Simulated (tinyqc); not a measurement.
The methods across T_c: square-lattice Ising model by mean field, Bethe lattice, transfer matrix, exact enumeration and Monte Carlo steps. Computed by tinyqc, a small Python program. Command: `OMP_NUM_THREADS=1 python tinyqc.py 3029873 3029874 out.jsonl ising walk`. One thread of a shared host (Intel(R) Xeon(R) Processor @ 2.30GHz), about 0.03 s of CPU time with the checks.

H = -J sum over nearest pairs s_i s_j, s = +-1, no field, periodic boundaries; energies per site are in J. As a lattice gas or an alloy, s marks which species holds the site.

Inputs (values chosen for the exercise, for a model lattice): coupling J = 54.2 meV; factor on the grid 1.5, 1.85, 2.1, 2.45, 2.65, 3.1, 3.6, 4.4 of k_B T/J = 1.04.

Enumerated cell: 3 x 5.

Constants: k_B = 8.617333262e-05 eV/K.

Method:
- K = J/(k_B T). Mean field: m = tanh(4 K m), u = -2 m^2. Bethe: cavity field h = 3 artanh(tanh K tanh h), m = tanh(4h/3), u = -2 (tanh K + tanh^2 h)/(1 + tanh K tanh^2 h). Exact: m = [1 - sinh(2K)^(-4)]^(1/8) below T_c; u = -coth(2K) [1 + (2/pi)(2 tanh^2(2K) - 1) K1(k)], k = 2 sinh(2K)/cosh^2(2K), K1 the complete elliptic integral of the first kind. The largest root is taken.
- Weights count x exp(-K E); N = 15; u = <E>/N, c = K^2 (<E^2> - <E>^2)/N in k_B, Binder U = 1 - <M^4>/(3 <M^2>^2).
- The grid values of k_B T/J times the given factor are rounded to 3 figures before use.

States of the 3 x 5 cell:
```
E (J)  |M|  count
-30     15      2
-22     13     30
-18      3     10
-18      9     10
-18     11     60
-14      1     60
-14      5     60
-14      7     90
-14      9    150
-14     11    150
-10      1    180
-10      3    330
-10      5    276
-10      7    390
-10      9    450
-6       1   1020
-6       3   1030
-6       5   1260
-6       7   1140
-6       9    300
-2       1   3150
-2       3   2850
-2       5   2220
-2       7    870
2        1   4170
2        3   3480
2        5   1590
2        7    240
6        1   2940
6        3   1590
6        5    540
10       1   1020
10       3    660
10       5     60
14       1    330
14       3     60
```

Order and energy:
```
k_B T/J   T (K)  m mean field  m Bethe  m exact  <|m|> cell  u Bethe  u exact   u cell   U cell
1.56      981.2       0.98744  0.98330  0.98265     0.97828  -1.9393  -1.9382  -1.9326  0.66138
1.92     1207.6       0.96472  0.94342  0.93372     0.92143  -1.8113  -1.7980  -1.7851  0.64351
2.18     1371.1       0.93799  0.88319  0.80844     0.84952  -1.6436  -1.5734  -1.6142  0.61605
2.55     1603.9       0.88160  0.69987  0.00000     0.72487  -1.2481  -1.0652  -1.3327  0.55499
2.76     1735.9       0.83804  0.46569  0.00000     0.65735  -0.9142  -0.9293  -1.1835  0.51303
3.22     2025.3       0.70312  0.00000  0.00000     0.53990  -0.6019  -0.7387  -0.9240  0.42014
3.74     2352.3       0.42998  0.00000  0.00000     0.45431  -0.5224  -0.6060  -0.7299  0.33286
4.58     2880.7       0.00000  0.00000  0.00000     0.37734  -0.4299  -0.4739  -0.5448  0.24019
```

At k_B T/J = 1.56 all values of m agree within 0.010. At 2.55 the exact m is 0 while Bethe gives 0.70, mean field 0.88 and the cell 0.72: neglect of fluctuations raises T_c, and a finite cell rounds the transition. U falls from 0.661 (2/3 when ordered) to 0.240 (0 for a large disordered system).
